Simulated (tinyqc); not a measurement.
Valence-band anticrossing with a localised impurity level: sweeps and comparisons. A value that a table varies takes the place of the one given here.

Host valence band EM(k) = al x - c k^2/mM, c = hbar^2/2m0, coupled to a flat level EI by V = C sqrt(x): H = [[EM, V], [V, EI]], E+/- = (EM + EI)/2 +/- sqrt((EM - EI)^2/4 + V^2). The host weight of a state at E is f = 1/(1 + V^2/(E - EI)^2), and its mass at k = 0 is mM/f. The gap is Eg - E+(0), the conduction edge staying at Eg.

Constants: hbar^2/2m0 = 3.80998211 eV angstrom^2.

Values chosen for the exercise (host near GaAs; shifted at random, so the results belong to these values and not to a real crystal): Eg = 1.502 eV (gap at Gamma to the s-like level); mM = 0.41 m0 (mass of the host band); EI = -0.266 eV (impurity level, from the valence top of the host); C = 1.51 eV (coupling); al = 0.59 eV (linear shift of the host edge); x = 0.028 (impurity fraction).

## Impurity fraction

The last column is the bowing that a quadratic law would need at that x, (Eg - gap)/(x (1 - x)), with equal end gaps.

Results:
```
x (%)  E- (eV)  E+ (eV)  gap (eV)  host weight of E+  mass of E+  bowing (eV)
0.1    -0.2743   0.0089    1.4931              0.971      0.4224          8.9
0.2    -0.2821   0.0173    1.4847              0.946      0.4333          8.7
0.5    -0.3032   0.0402    1.4618              0.892      0.4599          8.1
1.0    -0.3332   0.0731    1.4289              0.835      0.4913          7.4
2.0    -0.3818   0.1276    1.3744              0.773      0.5307          6.5
3.0    -0.4217   0.1734    1.3286              0.738      0.5553          6.0
5.0    -0.4868   0.2503    1.2517              0.700      0.5853          5.3
8.0    -0.5643   0.3455    1.1565              0.672      0.6100          4.7
```

The apparent bowing falls from 8.9 to 4.7 eV, so no single constant describes the gap: the part from the coupling goes as x while V is small against |EM - EI| and as sqrt(x) beyond (V = |EI| near x = 3.10 %), with the linear term al x on top; the fall of the gap goes as the power 0.96 of x between the first two rows and 0.69 between the last two. The mass of E+ goes from 0.4224 to 0.6100, higher although the gap falls; with al = 0 the weight tends to 1/2 at large x.

## What each parameter does

At k = 0. Each row changes one parameter from the base and keeps the others.

Results:
```
case            E- (eV)  E+ (eV)  gap (eV)  mass (m0)
base            -0.4142   0.1647    1.3373     0.5511
EI = -0.216 eV  -0.3779   0.1784    1.3236     0.5783
al = 1.09 eV    -0.4107   0.1752    1.3268     0.5445
Eg = 1.552 eV   -0.4142   0.1647    1.3873     0.5511
C = 1.7365 eV   -0.4478   0.1983    1.3037     0.5705
x = 0.0238      -0.3978   0.1458    1.3562     0.5412
mM = 0.4715 m0  -0.4142   0.1647    1.3373     0.6337
```

The largest shifts from the base row, up to three for each result and ties (the steps differ in size, so this ranks the rows, not the parameters). E- (eV): EI +0.0363, C -0.0336, x +0.0164; unchanged at the printed digits by Eg and mM. E+ (eV): C +0.0336, x -0.0189, EI +0.0137; unchanged at the printed digits by Eg and mM. gap (eV): Eg +0.0500, C -0.0336, x +0.0189; unchanged at the printed digits by mM. mass (m0): mM +0.0827, EI +0.0272, C +0.0195; unchanged at the printed digits by Eg.

tinyqc: `OMP_NUM_THREADS=1 python tinyqc.py 1081246 1081247 out.jsonl`; about 0.01 s, one thread, shared Intel(R) Xeon(R) Processor @ 2.30GHz.
